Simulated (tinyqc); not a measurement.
Electron density from the centroid.

Problem. In the Fang-Howard model the centroid is 3/b with b^3 = 6 (mz1/C) q (Nd + 11 Ns/32)/(eps0 eps_r), C = hbar^2/(2 m0), the field in eV/nm. Find b and Ns.

Parameters, values chosen for the exercise; masses and permittivity close to those of silicon (100): relative permittivity eps_r = 11.6; mass along z of valley set A (2 valley(s)) mz1 = 0.907 m0; sheet density of depletion charge Nd = 4.1e11 cm^-2.

Constants: q = 1.602176634e-19 C, hbar = 1.054571817e-34 J s, m0 = 9.1093837015e-31 kg, eps0 = 8.8541878128e-14 F/cm where lengths are in cm, hbar^2/(2 m0) = 0.0380998212 eV nm^2. Results are converted to the units shown.

centroid = 2.8563212 nm

Answer. b = 3/centroid gives Nd + 11 Ns/32, from which the depletion charge is taken off.

b = 1.05 1/nm
Ns = 3.20e11 cm^-2

Computed by the program tinyqc: `OMP_NUM_THREADS=1 python tinyqc.py 2160160 2160161 out.jsonl`, one thread of a shared Intel Xeon 2.30GHz, about 0.9 s for the whole run.
